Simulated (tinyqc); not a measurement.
Worked calculation: CCSD on RHF in the sto-3g basis, for H6, spin multiplicity 1. Computed by tinyqc, a small Python program that keeps every step (integrals from PySCF). Settings: charge = 0, multiplicity = 1, basis = sto-3g, method = RHF, energy threshold = 1e-10, iteration cap = 51, orthogonalisation = canonical, start = atomic densities, DIIS depth = 6, amplitude equations = CCSD, DIIS depth for amplitudes = 0, cap on updates = 90. Command: `OMP_NUM_THREADS=1 python tinyqc.py 22985 22986 out.jsonl` (the two numbers bound the seeds that draw the settings). One thread of a shared host (Intel(R) Xeon(R) Processor @ 2.60GHz), about 0.3 s of CPU time with the checks. The early iterations of the SCF are left out here.

## One-electron integrals

Geometry (angstrom):
```
atom,x,y,z
H,0.000000,0.000000,0.000000
H,0.000000,0.000000,0.863000
H,0.000000,0.000000,2.023000
H,0.000000,0.000000,2.886000
H,0.000000,0.000000,4.046000
H,0.000000,0.000000,4.909000
```

Basis sto-3g: exponents (1/bohr^2) and contraction coefficients of normalised primitives:
```
element,l (shell),exponent,coefficient
H,s (1),3.425251,0.154329
H,s (1),0.623914,0.535328
H,s (1),0.168855,0.444635
```

Overlap, kinetic and nuclear-attraction integrals over the contracted functions; the nuclear repulsion is the sum of Za Zb / Rab.

nuclear repulsion = 4.70059525 hartree

overlap S, lower triangle:
```
,1H 1s,2H 1s,3H 1s,4H 1s,5H 1s,6H 1s
1H 1s,1.000000
2H 1s,0.580446,1.000000
3H 1s,0.114787,0.407511,1.000000
4H 1s,0.023164,0.114787,0.580446,1.000000
5H 1s,0.001573,0.012315,0.114787,0.407511,1.000000
6H 1s,0.000142,0.001573,0.023164,0.114787,0.580446,1.000000
```

kinetic energy T (hartree), lower triangle:
```
,1H 1s,2H 1s,3H 1s,4H 1s,5H 1s,6H 1s
1H 1s,0.760032
2H 1s,0.170190,0.760032
3H 1s,-0.010368,0.062187,0.760032
4H 1s,-0.007619,-0.010368,0.170190,0.760032
5H 1s,-0.001081,-0.005156,-0.010368,0.062187,0.760032
6H 1s,-0.000145,-0.001081,-0.007619,-0.010368,0.170190,0.760032
```

nuclear attraction V (hartree), lower triangle:
```
,1H 1s,2H 1s,3H 1s,4H 1s,5H 1s,6H 1s
1H 1s,-2.490987
2H 1s,-1.466162,-2.814810
3H 1s,-0.276797,-1.058107,-2.962622
4H 1s,-0.055098,-0.290128,-1.633220,-2.962622
5H 1s,-0.003654,-0.029467,-0.290128,-1.058107,-2.814810
6H 1s,-0.000329,-0.003654,-0.055098,-0.276797,-1.466162,-2.490987
```

core Hamiltonian H = T + V (hartree), lower triangle:
```
,1H 1s,2H 1s,3H 1s,4H 1s,5H 1s,6H 1s
1H 1s,-1.730955
2H 1s,-1.295973,-2.054778
3H 1s,-0.287165,-0.995920,-2.202590
4H 1s,-0.062718,-0.300496,-1.463031,-2.202590
5H 1s,-0.004735,-0.034623,-0.300496,-0.995920,-2.054778
6H 1s,-0.000474,-0.004735,-0.062718,-0.287165,-1.295973,-1.730955
```

## Two-electron integrals

Functions are numbered as in S; the eight-fold symmetry (ij|kl) = (ji|kl) = (kl|ij) leaves the list below.

Two-electron integrals (ij|kl) in chemists' order, unique and non-zero (hartree):
```
i,j,k,l,(ij|kl)
1,1,1,1,0.774606
2,1,1,1,0.377057
2,1,2,1,0.223347
2,2,1,1,0.524839
2,2,2,1,0.377057
2,2,2,2,0.774606
3,1,1,1,0.053452
3,1,2,1,0.035097
3,1,2,2,0.067490
3,1,3,1,0.006769
3,2,1,1,0.147821
3,2,2,1,0.109842
3,2,2,2,0.241693
3,2,3,1,0.024890
3,2,3,2,0.102166
3,3,1,1,0.260770
3,3,2,1,0.191754
3,3,2,2,0.429103
3,3,3,1,0.053452
3,3,3,2,0.241693
3,3,3,3,0.774606
4,1,1,1,0.008569
4,1,2,1,0.005901
4,1,2,2,0.011910
4,1,3,1,0.001256
4,1,3,2,0.004899
4,1,3,3,0.011910
4,1,4,1,0.000250
4,2,1,1,0.033566
4,2,2,1,0.024546
4,2,2,2,0.053452
4,2,3,1,0.005918
4,2,3,2,0.024890
4,2,3,3,0.067490
4,2,4,1,0.001256
4,2,4,2,0.006769
4,3,1,1,0.125802
4,3,2,1,0.089176
4,3,2,2,0.191754
4,3,3,1,0.024546
4,3,3,2,0.109842
4,3,3,3,0.377057
4,3,4,1,0.005901
4,3,4,2,0.035097
4,3,4,3,0.223347
4,4,1,1,0.183343
4,4,2,1,0.125802
4,4,2,2,0.260770
4,4,3,1,0.033566
4,4,3,2,0.147821
4,4,3,3,0.524839
4,4,4,1,0.008569
4,4,4,2,0.053452
4,4,4,3,0.377057
4,4,4,4,0.774606
5,1,1,1,0.000421
5,1,2,1,0.000300
5,1,2,2,0.000636
5,1,3,1,0.000073
5,1,3,2,0.000306
5,1,3,3,0.000854
5,1,4,1,0.000016
5,1,4,2,0.000086
5,1,4,3,0.000458
5,1,4,4,0.000718
5,1,5,1,1.12e-06
5,2,1,1,0.002755
5,2,2,1,0.001959
5,2,2,2,0.004191
5,2,3,1,0.000500
5,2,3,2,0.002147
5,2,3,3,0.006437
5,2,4,1,0.000114
5,2,4,2,0.000646
5,2,4,3,0.003748
5,2,4,4,0.006437
5,2,5,1,0.000009
5,2,5,2,0.000069
5,3,1,1,0.020412
5,3,2,1,0.013980
5,3,2,2,0.028922
5,3,3,1,0.003667
5,3,3,2,0.015931
5,3,3,3,0.053452
5,3,4,1,0.000893
5,3,4,2,0.005358
5,3,4,3,0.035097
5,3,4,4,0.067490
5,3,5,1,0.000073
5,3,5,2,0.000646
5,3,5,3,0.006769
5,4,1,1,0.062561
5,4,2,1,0.041715
5,4,2,2,0.083616
5,4,3,1,0.010491
5,4,3,2,0.044473
5,4,3,3,0.147821
5,4,4,1,0.002602
5,4,4,2,0.015931
5,4,4,3,0.109842
5,4,4,4,0.241693
5,4,5,1,0.000225
5,4,5,2,0.002147
5,4,5,3,0.024890
5,4,5,4,0.102166
5,5,1,1,0.130790
5,5,2,1,0.085218
5,5,2,2,0.166247
5,5,3,1,0.020412
5,5,3,2,0.083616
5,5,3,3,0.260770
5,5,4,1,0.004876
5,5,4,2,0.028922
5,5,4,3,0.191754
5,5,4,4,0.429103
5,5,5,1,0.000421
5,5,5,2,0.004191
5,5,5,3,0.053452
5,5,5,4,0.241693
5,5,5,5,0.774606
6,1,1,1,0.000031
6,1,2,1,0.000022
6,1,2,2,0.000046
6,1,3,1,0.000006
6,1,3,2,0.000024
6,1,3,3,0.000074
6,1,4,1,1.29e-06
6,1,4,2,0.000007
6,1,4,3,0.000044
6,1,4,4,0.000074
6,1,5,1,9.83e-08
6,1,5,2,7.97e-07
6,1,5,3,0.000007
6,1,5,4,0.000024
6,1,5,5,0.000046
6,1,6,1,9.24e-09
6,2,1,1,0.000294
6,2,2,1,0.000203
6,2,2,2,0.000421
6,2,3,1,0.000052
6,2,3,2,0.000225
6,2,3,3,0.000718
6,2,4,1,0.000012
6,2,4,2,0.000073
6,2,4,3,0.000458
6,2,4,4,0.000854
6,2,5,1,9.93e-07
6,2,5,2,0.000009
6,2,5,3,0.000086
6,2,5,4,0.000306
6,2,5,5,0.000636
6,2,6,1,9.83e-08
6,2,6,2,1.12e-06
6,3,1,1,0.003607
6,3,2,1,0.002417
6,3,2,2,0.004876
6,3,3,1,0.000612
6,3,3,2,0.002602
6,3,3,3,0.008569
6,3,4,1,0.000149
6,3,4,2,0.000893
6,3,4,3,0.005901
6,3,4,4,0.011910
6,3,5,1,0.000012
6,3,5,2,0.000114
6,3,5,3,0.001256
6,3,5,4,0.004899
6,3,5,5,0.011910
6,3,6,1,1.29e-06
6,3,6,2,0.000016
6,3,6,3,0.000250
6,4,1,1,0.015770
6,4,2,1,0.010360
6,4,2,2,0.020412
6,4,3,1,0.002528
6,4,3,2,0.010491
6,4,3,3,0.033566
6,4,4,1,0.000612
6,4,4,2,0.003667
6,4,4,3,0.024546
6,4,4,4,0.053452
6,4,5,1,0.000052
6,4,5,2,0.000500
6,4,5,3,0.005918
6,4,5,4,0.024890
6,4,5,5,0.067490
6,4,6,1,0.000006
6,4,6,2,0.000073
6,4,6,3,0.001256
6,4,6,4,0.006769
6,5,1,1,0.068726
6,5,2,1,0.044264
6,5,2,2,0.085218
6,5,3,1,0.010360
6,5,3,2,0.041715
6,5,3,3,0.125802
6,5,4,1,0.002417
6,5,4,2,0.013980
6,5,4,3,0.089176
6,5,4,4,0.191754
6,5,5,1,0.000203
6,5,5,2,0.001959
6,5,5,3,0.024546
6,5,5,4,0.109842
6,5,5,5,0.377057
6,5,6,1,0.000022
6,5,6,2,0.000300
6,5,6,3,0.005901
6,5,6,4,0.035097
6,5,6,5,0.223347
6,6,1,1,0.107797
6,6,2,1,0.068726
6,6,2,2,0.130790
6,6,3,1,0.015770
6,6,3,2,0.062561
6,6,3,3,0.183343
6,6,4,1,0.003607
6,6,4,2,0.020412
6,6,4,3,0.125802
6,6,4,4,0.260770
6,6,5,1,0.000294
6,6,5,2,0.002755
6,6,5,3,0.033566
6,6,5,4,0.147821
6,6,5,5,0.524839
6,6,6,1,0.000031
6,6,6,2,0.000421
6,6,6,3,0.008569
6,6,6,4,0.053452
6,6,6,5,0.377057
6,6,6,6,0.774606
```

## Orthogonalisation

S = U s U^T; canonical form X = U s^(-1/2), so that X^T S X = 1. Each column of U has its largest component positive (the first on a tie).

eigenvalues of S: 0.243737  0.354942  0.529347  1.162998  1.634013  2.074962

X:
```
,1,2,3,4,5,6
1H 1s,0.482758,-0.734865,0.638113,0.442548,0.373257,0.197028
2H 1s,-0.802138,0.884367,-0.424015,0.225310,0.389583,0.280586
3H 1s,1.083933,-0.294188,-0.597982,-0.428147,0.122062,0.351312
4H 1s,-1.083933,-0.294188,0.597982,-0.428147,-0.122062,0.351312
5H 1s,0.802138,0.884367,0.424015,0.225310,-0.389583,0.280586
6H 1s,-0.482758,-0.734865,-0.638113,0.442548,-0.373257,0.197028
```

## Starting guess

The start is atomic minimal-basis densities projected into this basis (PySCF's MINAO start) and scaled to the electron count of each spin; this density is not idempotent, so its energy is not variational and may lie below the converged one.

D at the start, lower triangle:
```
,1H 1s,2H 1s,3H 1s,4H 1s,5H 1s,6H 1s
1H 1s,0.949290
2H 1s,0.096619,0.891196
3H 1s,0.023413,0.100144,0.898304
4H 1s,0.007561,0.017229,0.099205,0.898304
5H 1s,0.001939,0.012718,0.017229,0.100144,0.891196
6H 1s,0.000244,0.001939,0.007561,0.023413,0.096619,0.949290
```

## Iteration 8 (converged): orbitals

converged F (hartree), lower triangle:
```
,1H 1s,2H 1s,3H 1s,4H 1s,5H 1s,6H 1s
1H 1s,-0.304693
2H 1s,-0.541217,-0.367949
3H 1s,-0.145020,-0.334455,-0.374029
4H 1s,-0.018871,-0.144720,-0.549331,-0.374029
5H 1s,0.000046,-0.018962,-0.144720,-0.334455,-0.367949
6H 1s,-0.004422,0.000046,-0.018871,-0.145020,-0.541217,-0.304693
```

Diagonalise F' = X^T F X, C = X C', fill 3 alpha and 3 beta electrons from the bottom; D = 2 C_occ C_occ^T. Each column has its largest component positive (the first on a tie).

F' = X^T F X (hartree), lower triangle:
```
,1,2,3,4,5,6
1,1.057094
2,0.000000,0.664851
3,0.016753,0.000000,0.341258
4,0.000000,-0.064197,0.000000,-0.405616
5,0.036776,0.000000,-0.006413,0.000000,-0.558290
6,0.000000,0.007916,0.000000,0.008461,0.000000,-0.666826
```

orbital energies (hartree): MO1 -0.667175, MO2 -0.559178, MO3 -0.409144, MO4 0.340925, MO5 0.668728, MO6 1.058315

coefficients C:
```
,MO1,MO2,MO3,MO4,MO5,MO6
1H 1s,0.187352,0.366944,-0.404680,0.623822,-0.758834,0.505729
2H 1s,0.266000,0.404581,-0.286993,-0.408606,0.870906,-0.802711
3H 1s,0.367967,0.092774,0.432455,-0.623690,-0.266195,1.072286
4H 1s,0.367967,-0.092774,0.432455,0.623690,-0.266195,-1.072286
5H 1s,0.266000,-0.404581,-0.286993,0.408606,0.870906,0.802711
6H 1s,0.187352,-0.366944,-0.404680,-0.623822,-0.758834,-0.505729
```

D after iteration 8, lower triangle:
```
,1H 1s,2H 1s,3H 1s,4H 1s,5H 1s,6H 1s
1H 1s,0.667030
2H 1s,0.628869,0.633613
3H 1s,-0.144048,0.022605,0.662047
4H 1s,-0.280220,-0.127534,0.627619,0.662047
5H 1s,0.035035,-0.021130,-0.127534,0.022605,0.633613
6H 1s,0.128438,0.035035,-0.280220,-0.144048,0.628869,0.667030
```

## Convergence

Stop when the energy changes by less than 1e-10 hartree and every element of the error matrix X^T (F D S - S D F) X is below 3e-06.

Course of the cycle:
```
iteration,E (hartree),change,largest element of the error matrix
1,-2.47162082,-,4.11e-02
2,-3.24240207,-7.71e-01,7.85e-02
3,-3.24392204,-1.52e-03,6.57e-02
4,-3.24793788,-4.02e-03,9.71e-03
5,-3.24803308,-9.52e-05,8.12e-04
6,-3.24803372,-6.37e-07,4.78e-05
7,-3.24803372,-2.40e-09,1.22e-06
8,-3.24803372,-1.25e-12,4.68e-09
```

PySCF RHF in the same basis = -3.24803372 hartree

Converged in 8 iterations.

## Populations, bond orders and dipole

Mulliken: Z minus the diagonal of D S on the atom; Loewdin: the same with S^(1/2) D S^(1/2); Mayer order: 2 sum_s sum (D(s) S)_ij (D(s) S)_ji over the two atoms.

Charges (e):
```
atom,Mulliken,Loewdin
1H,-0.009102,-0.020945
2H,0.006995,0.018583
3H,0.002107,0.002362
4H,0.002107,0.002362
5H,0.006995,0.018583
6H,-0.009102,-0.020945
```

Mayer bond orders:
```
pair,order
2-1,0.922347
3-1,-0.001346
3-2,0.077331
4-1,0.065959
4-2,-0.001320
4-3,0.859371
5-1,-0.000120
5-2,0.001712
5-3,-0.001320
5-4,0.077331
6-1,0.013077
6-2,-0.000120
6-3,0.065959
6-4,-0.001346
6-5,0.922347
```

dipole moment about the origin, x y z (debye): 0.000000  0.000000  0.000000

## Integrals over molecular orbitals

(pq|rs) = sum C_ip C_jq C_kr C_ls (ij|kl), one index at a time.

one-electron integrals over orbitals h = C^T H C (hartree), lower triangle:
```
,1,2,3,4,5,6
1,-2.273209
2,0.000000,-2.041838
3,-0.142096,0.000000,-1.998085
4,0.000000,0.177122,0.000000,-1.639834
5,-0.074048,0.000000,0.154970,0.000000,-1.325124
6,0.000000,0.057504,0.000000,0.153335,0.000000,-1.185039
```

Two-electron integrals over orbitals (pq|rs), unique and non-zero (hartree):
```
p,q,r,s,(pq|rs)
1,1,1,1,0.420462
2,1,2,1,0.128870
2,2,1,1,0.333642
2,2,2,2,0.388045
3,1,1,1,0.081734
3,1,2,2,-0.049565
3,1,3,1,0.123062
3,2,2,1,-0.120157
3,2,3,2,0.140311
3,3,1,1,0.385109
3,3,2,2,0.348256
3,3,3,1,0.039335
3,3,3,3,0.385584
4,1,2,1,-0.039995
4,1,3,2,-0.006179
4,1,4,1,0.081067
4,2,1,1,-0.062283
4,2,2,2,0.000349
4,2,3,1,-0.052936
4,2,3,3,-0.013221
4,2,4,2,0.074652
4,3,2,1,-0.066800
4,3,3,2,0.066458
4,3,4,1,0.014252
4,3,4,3,0.081337
4,4,1,1,0.385201
4,4,2,2,0.348737
4,4,3,1,0.036189
4,4,3,3,0.374971
4,4,4,2,-0.023121
4,4,4,4,0.389886
5,1,1,1,0.007837
5,1,2,2,0.029609
5,1,3,1,-0.025711
5,1,3,3,-0.011544
5,1,4,2,-0.036604
5,1,4,4,-0.001260
5,1,5,1,0.049467
5,2,2,1,0.027151
5,2,3,2,0.003446
5,2,4,1,-0.055337
5,2,4,3,0.037554
5,2,5,2,0.087502
5,3,1,1,-0.069930
5,3,2,2,-0.004970
5,3,3,1,-0.057232
5,3,3,3,-0.027434
5,3,4,2,0.070432
5,3,4,4,-0.022772
5,3,5,1,-0.030497
5,3,5,3,0.075942
5,4,2,1,-0.121303
5,4,3,2,0.133783
5,4,4,1,0.003607
5,4,4,3,0.067914
5,4,5,2,0.000354
5,4,5,4,0.144036
5,5,1,1,0.349891
5,5,2,2,0.392508
5,5,3,1,-0.038279
5,5,3,3,0.360983
5,5,4,2,-0.005524
5,5,4,4,0.369722
5,5,5,1,0.029536
5,5,5,3,-0.009072
5,5,5,5,0.417670
6,1,2,1,0.001702
6,1,3,2,0.016603
6,1,4,1,-0.029445
6,1,4,3,-0.048001
6,1,5,2,-0.030967
6,1,5,4,0.013612
6,1,6,1,0.066800
6,2,1,1,-0.012969
6,2,2,2,-0.033890
6,2,3,1,0.023230
6,2,3,3,0.000772
6,2,4,2,0.032766
6,2,4,4,0.002638
6,2,5,1,-0.044937
6,2,5,3,0.034652
6,2,5,5,-0.033231
6,2,6,2,0.047123
6,3,2,1,0.043221
6,3,3,2,-0.002480
6,3,4,1,-0.076916
6,3,4,3,-0.016930
6,3,5,2,0.055094
6,3,5,4,-0.002239
6,3,6,1,0.029021
6,3,6,3,0.082484
6,4,1,1,-0.083833
6,4,2,2,0.041559
6,4,3,1,-0.117370
6,4,3,3,-0.041198
6,4,4,2,0.054874
6,4,4,4,-0.041133
6,4,5,1,0.022445
6,4,5,3,0.057915
6,4,5,5,0.041310
6,4,6,2,-0.022342
6,4,6,4,0.126584
6,5,2,1,-0.131345
6,5,3,2,0.124184
6,5,4,1,0.041265
6,5,4,3,0.070731
6,5,5,2,-0.028415
6,5,5,4,0.130500
6,5,6,1,-0.002814
6,5,6,3,-0.048086
6,5,6,5,0.147813
6,6,1,1,0.449271
6,6,2,2,0.356365
6,6,3,1,0.089047
6,6,3,3,0.414244
6,6,4,2,-0.069426
6,6,4,4,0.420884
6,6,5,1,0.009132
6,6,5,3,-0.079425
6,6,5,5,0.383881
6,6,6,2,-0.015358
6,6,6,4,-0.097931
6,6,6,6,0.507126
```

## CCSD: starting amplitudes

t_ij^ab = <ij||ab> / (e_i + e_j - e_a - e_b), whose energy is MP2.

Starting amplitudes (spin orbitals 1a, 1b, ...; amplitudes related by a flip of all spins are not repeated; the 24 largest):
```
from,to,t
3a 3b,4a 4b,-0.054220
2a 2b,4a 4b,-0.041469
1a 1b,4a 4b,-0.040208
2a 2b,5a 5b,-0.035631
2a 3b,4a 5b,-0.035608
3a 3b,5a 5b,-0.035228
1a 3b,4a 6b,0.031070
3a 3b,6a 6b,-0.028104
1a 2b,4a 5b,0.024748
2a 3b,5a 6b,-0.020440
1a 3b,4b 6a,-0.019390
1a 1b,6a 6b,-0.019357
2a 3b,4b 5a,0.018986
1a 1b,5a 5b,-0.018514
2a 3a,4a 5a,-0.016622
1a 2b,4b 5a,-0.016370
1a 2b,5a 6b,0.015215
2a 2b,6a 6b,-0.014567
2a 2b,4a 6b,-0.013015
2a 3b,5b 6a,0.012856
1a 3b,5a 5b,0.012634
1a 3a,4a 6a,0.011680
1a 1b,4a 6b,0.010771
1a 2b,5b 6a,-0.010485
```

correlation energy = -0.04975191 hartree

## CCSD: amplitude update 1

t_i^a D_i^a and t_ij^ab D_ij^ab are set to the remaining terms of the spin-orbital equations, evaluated with the old amplitudes; for the doubles these are <ij||ab> + 1/2 <ab||ef> t_ij^ef + 1/2 <mn||ij> t_mn^ab + P(ij)P(ab) <mb||ej> t_im^ae + terms in t^2 + terms with t1, D the orbital-energy denominators.

Amplitudes after update 1 (spin orbitals 1a, 1b, ...; amplitudes related by a flip of all spins are not repeated; the 24 largest):
```
from,to,t
3a 3b,4a 4b,-0.078082
2a 2b,4a 4b,-0.052313
2a 3b,4a 5b,-0.050056
1a 1b,4a 4b,-0.049220
2a 2b,5a 5b,-0.048280
1a 3b,4a 6b,0.043717
3a 3b,5a 5b,-0.042865
3a 3b,6a 6b,-0.032151
1a 2b,4a 5b,0.032045
2a 3b,4b 5a,0.030679
1a 3b,4b 6a,-0.029465
2a 3b,5a 6b,-0.025402
1a 1b,6a 6b,-0.025338
1a 1b,5a 5b,-0.022685
1a 2b,4b 5a,-0.022342
1a 2b,5a 6b,0.020996
2a 2b,4a 6b,-0.020385
1a 3b,5a 5b,0.020009
2a 3a,4a 5a,-0.019377
2a 2b,6a 6b,-0.017091
2a 3b,5b 6a,0.016842
1a 2b,5b 6a,-0.015079
1a 1b,4a 6b,0.014497
1a 3a,4a 6a,0.014252
```

correlation energy = -0.06660218 hartree

## CCSD: convergence

E_corr = 1/4 sum <ij||ab> t_ij^ab + 1/2 sum <ij||ab> t_i^a t_j^b; stop when the norm of the change is below 1e-8.

Course of the amplitude iterations:
```
update,correlation energy (hartree),norm of the change
0,-0.04975191,-
1,-0.06660218,1.09e-01
2,-0.07278015,4.35e-02
3,-0.07510298,1.81e-02
4,-0.07601189,8.05e-03
5,-0.07637739,3.83e-03
6,-0.07652927,1.95e-03
7,-0.07659453,1.04e-03
8,-0.07662370,5.78e-04
9,-0.07663728,3.27e-04
10,-0.07664387,1.87e-04
11,-0.07664719,1.08e-04
12,-0.07664893,6.26e-05
13,-0.07664986,3.63e-05
...,...,...
16,-0.07665082,7.18e-06
17,-0.07665091,4.19e-06
18,-0.07665096,2.44e-06
19,-0.07665099,1.43e-06
20,-0.07665101,8.34e-07
21,-0.07665102,4.87e-07
22,-0.07665103,2.85e-07
23,-0.07665103,1.66e-07
24,-0.07665103,9.72e-08
25,-0.07665103,5.68e-08
26,-0.07665103,3.32e-08
27,-0.07665103,1.94e-08
28,-0.07665103,1.14e-08
29,-0.07665103,6.64e-09
```

Converged amplitudes (spin orbitals 1a, 1b, ...; amplitudes related by a flip of all spins are not repeated; the 24 largest):
```
from,to,t
3a 3b,4a 4b,-0.102197
2a 3b,4a 5b,-0.060114
2a 2b,4a 4b,-0.057856
2a 2b,5a 5b,-0.056895
1a 3b,4a 6b,0.051201
1a 1b,4a 4b,-0.051054
3a 3b,5a 5b,-0.046083
2a 3b,4b 5a,0.039658
1a 3b,4b 6a,-0.034978
1a 2b,4a 5b,0.034612
3a 3b,6a 6b,-0.032188
1a 1b,6a 6b,-0.030330
2a 3b,5a 6b,-0.026741
1a 1b,5a 5b,-0.025460
1a 2b,5a 6b,0.025307
1a 2b,4b 5a,-0.024320
2a 2b,4a 6b,-0.024130
1a 3b,5a 5b,0.023795
2a 3a,4a 5a,-0.020456
2a 2b,6a 6b,-0.018583
1a 2b,5b 6a,-0.018541
2a 3b,5b 6a,0.017832
1a 3a,4a 6a,0.016223
1a 1b,4a 6b,0.016074
```

CCSD total energy = -3.32468475 hartree

T1 diagnostic, norm of the one-spin t1 over sqrt(correlated electrons) = 0.000748

Converged in 29 updates.
